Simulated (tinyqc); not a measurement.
Worked calculation: strain, valley repopulation and piezoresistance in a many-valley conduction band. Computed by tinyqc, a small Python program that keeps every step. Command: `OMP_NUM_THREADS=1 python tinyqc.py 3016918 3016919 out.jsonl valleys walk`. One thread of a shared host (Intel(R) Xeon(R) Processor @ 2.30GHz), about 0.03 s of CPU time with the checks. Intermediate numbers are printed to about 6 digits and carried at full precision; extremes and crossings named in words are read from the listed rows.

Valleys are ellipsoids with mass m_l along the axis a and m_t across it, parabolic, with one constant relaxation time; strain shifts the valleys and leaves the masses alone. Currents are taken along [100], along the load, and along [010], across the load.

Inputs (values chosen for the exercise, modelled on silicon):

| quantity | value | unit |
|---|---|---|
| longitudinal mass m_l | 0.901 | m_0 |
| transverse mass m_t | 0.187 | m_0 |
| shear deformation potential Xi_u | 9.44 | eV |
| dilation deformation potential Xi_d | 1.1 | eV |
| C11 | 167 | GPa |
| C12 | 63.8 | GPa |
| C44 | 80 | GPa |
| stress X (tension positive) | -250 | MPa |
| electron density n | 3.8e+17 | 1/cm^3 |
| relaxation time tau | 56 | fs |
| temperature T | 150 | K |

Valley axes: <100> (6 valleys in 3 pairs). Load: uniaxial [100].

Constants: k_B = 8.617333262e-05 eV/K; m_0 = 9.1093837015e-31 kg; k_B = 1.380649e-23 J/K; hbar = 1.054571817e-34 J s; e = 1.602176634e-19 C.

## Strain

Compliances S11 = (C11 + C12)/((C11 - C12)(C11 + 2 C12)), S12 = -C12/((C11 - C12)(C11 + 2 C12)), S44 = 1/C44; stress sigma_ij = X n_i n_j for the unit vector n of the load; e_xx = S11 sigma_xx + S12 (sigma_yy + sigma_zz), e_xy = S44 sigma_xy/2 (tensor strain).

strain tensor (%):
```
           x         y         z
x  -0.189786  0.000000  0.000000
y   0.000000  0.052462  0.000000
z   0.000000  0.000000  0.052462
```

## Valley shifts

Herring-Vogt shift of a valley with unit axis a: dE = Xi_d tr(e) + Xi_u a.e.a.

shifts dE (meV): x -18.8492, y 4.0190, z 4.0190

splitting (highest minus lowest) = 22.8682 meV

Lowest: x; the splitting is 1.77 k_B T.

## Populations

Each of the 6 valleys holds n_v = N_v (2/sqrt(pi)) F_1/2((E_F - dE_v)/(k_B T)), N_v = 2 (m_d k_B T/(2 pi hbar^2))^(3/2), m_d = (m_l m_t^2)^(1/3); E_F solves sum n_v = n and is counted from the unstrained edge. F_j(eta) = int_0^infinity x^j/(1 + exp(x - eta)) dx, without a gamma-function factor. It is evaluated after integrating by parts. Integrals over x = E/(k_B T) use 160 Gauss-Legendre points in u = sqrt(x) from 0 to sqrt(max(eta, 0) + 32).

Fermi level E_F = -49.6567 meV

share of the electrons (per pair): x 0.740772, y 0.129614, z 0.129614

## Mobility tensor and resistance change

Mobility tensor mu = e tau sum_v (n_v/n) [1/m_t + (1/m_l - 1/m_t) a a^T]; unstrained mu_0 = e tau (1/m_l + 2/m_t)/3; resistivity along d from the inverse tensor, rho_d = d.mu^-1.d/(n e), mobility along d = 1/(d.mu^-1.d); gauge pi_d = (rho_d/rho_0 - 1)/X.

mobility tensor (cm^2/(V s)):
```
         x        y        z
x  217.515    0.000    0.000
y    0.000  472.606    0.000
z    0.000    0.000  472.606
```

unstrained mobility mu_0 = 387.576 cm^2/(V s)

mobility along the first direction = 217.515 cm^2/(V s)

mobility along the second direction = 472.606 cm^2/(V s)

resistance change along the first direction = 78.1833 %

resistance change along the second direction = -17.9918 %

The mobility lies between e tau/m_l = 109 and e tau/m_t = 527; the trace stays at 3 mu_0. Along the first direction the filled valleys present more of their heavy mass.

## Linear piezoresistance coefficients

With eta_0 the reduced Fermi level without strain, r = F_-1/2(eta_0)/(2 F_1/2(eta_0)) (1 for a classical gas) and c = r (Xi_u/k_B T) (m_l - m_t)/(2 m_l + m_t): pi11 = -(2/3) c (S11 - S12), pi12 = -pi11/2, pi44 = 0, with S11 - S12 = 1/(C11 - C12).

eta_0 = -3.19927

degeneracy factor r = 0.985996

pi11 = -166.984 1e-11/Pa

pi12 = 83.4921 1e-11/Pa

pi44 = 0 1e-11/Pa

The gas is classical, so the coefficients follow 1/T.

## Full result against the linear law

Linear theory: pi_l = pi11, pi_t = pi12.

Resistance changes (%); at 2000 MPa the strain is near or above 1 %, where band warping, left out here, matters:

| X (MPa) | splitting (meV) | largest share | first direction | linear | second direction | linear |
|---|---|---|---|---|---|---|
| -2000 | 182.946 | 0.999999 | 254.543 | 333.969 | -26.4151 | -166.984 |
| -1000 | 91.473 | 0.998241 | 252.180 | 166.984 | -26.3638 | -83.492 |
| -400 | 36.589 | 0.891086 | 150.411 | 66.794 | -23.0964 | -33.397 |
| -150 | 13.721 | 0.587135 | 37.613 | 25.048 | -12.0231 | -12.524 |
| -50 | 4.574 | 0.414713 | 9.606 | 8.349 | -4.1980 | -4.175 |
| 50 | 4.574 | 0.369650 | -7.255 | -8.349 | 4.0703 | 4.175 |
| 150 | 13.721 | 0.425525 | -16.567 | -25.048 | 11.0227 | 12.524 |
| 400 | 36.589 | 0.485406 | -24.673 | -66.794 | 19.5844 | 33.397 |
| 1000 | 91.473 | 0.499784 | -26.390 | -166.984 | 21.8405 | 83.492 |
| 2000 | 182.946 | 0.500000 | -26.415 | -333.969 | 21.8750 | 166.984 |

Along the first direction the linear law misses by more than 10 % at every stress listed, since the splitting is not small against k_B T.

Checks made by the program: trace of the tensor against 3 mu_0 (relative difference below 1e-10); linear coefficients against the full calculation at 0.01 MPa (relative difference 3e-05).
